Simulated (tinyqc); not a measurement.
Resistance of a source-drain extension with a graded tip: two steps of the calculation.

y runs along the channel, the gate covers y > 0. The doping is N0 for y < y0 and N0 10^(-(y - y0)/la) beyond, uniform over the depth xj. Sheet conductance s(y) = q mu(N) max(N - Nch, 0) xj + (for y > 0) ma Cox Vo, with mu(N) = u0 + (u1 - u0)/(1 + (N/Nr)^au) and Cox = eps0 eox/tox. Current is taken as one-dimensional; depletion of the tip, spreading and the contact are left out. The metallurgical junction lies at yj, where N = Nch.

Inputs (values chosen for the exercise); mobility law close to that of electrons in silicon: relative permittivity of the gate insulator (close to hafnium oxide) eox = 22.4; insulator thickness tox = 10 nm; active doping of the extension far from the gate N0 = 1.4e20 cm^-3; lateral abruptness la = 3.5 nm/decade; position under the gate where the fall begins (gate edge at 0) y0 = 3.9 nm; depth of the extension xj = 24 nm; channel doping Nch = 5e17 cm^-3; gate overdrive Vo = 0.57 V; mobility of the gate-induced layer ma = 90 cm^2/(V s); mobility at low doping u1 = 1414 cm^2/(V s); mobility at high doping u0 = 68.5 cm^2/(V s); reference doping Nr = 9.2e16 cm^-3; exponent au = 0.711; gate length Lg = 60 nm.

Constants: q = 1.602176634e-19 C, eps0 = 8.8541878128e-14 F/cm where lengths are in cm. Results are converted to the units shown.

Question 1. Sheet resistances and junction position. yj = y0 + la log10(N0/Nch); sheet resistance of the full extension 1/[q mu(N0)(N0 - Nch) xj] and of the gate-induced layer 1/(ma Cox Vo); metallurgical length Lg - 2 yj; ye is where the doped and the gate-induced conductances are equal.

Find: yj; sheet resistance of the extension; sheet resistance of the induced layer; metallurgical length; ye; N at ye.

Answer 1.

yj = 12.465 nm
sheet resistance of the extension = 245.91 ohm/square
sheet resistance of the induced layer = 9828.5 ohm/square
metallurgical length = 35.070 nm
ye = 10.593 nm
N at ye = 1.7138e18 cm^-3

The gate takes over 1.87 nm before the junction, where N is still 3.43 times the channel doping.

Question 2. Resistance of the overlapped part. Midpoint rule on 9 equal steps from 0 to yj: R_ov = sum h/s(y), per width.

Find: y; N; doped conductance; sheet resistance; R_ov.

Answer 2.

```
point,y (nm),N (cm^-3),doped conductance (uS),sheet resistance (ohm/square)
0,0.69250,1.4000e20,4066.5,239.91
1,2.0775,1.4000e20,4066.5,239.91
2,3.4625,1.4000e20,4066.5,239.91
3,4.8475,7.5060e19,2289.3,418.22
4,6.2325,3.0178e19,1027.4,885.60
5,7.6175,1.2133e19,487.87,1696.0
6,9.0025,4.8782e18,242.36,2906.1
7,10.388,1.9613e18,115.60,4601.1
8,11.773,7.8855e17,34.227,7354.5
```

R_ov = 25.735 ohm um

Numbers from tinyqc (`OMP_NUM_THREADS=1 python tinyqc.py 2282172 2282173 out.jsonl`; about 0.04 s on one thread of a shared Intel Xeon 2.30GHz).
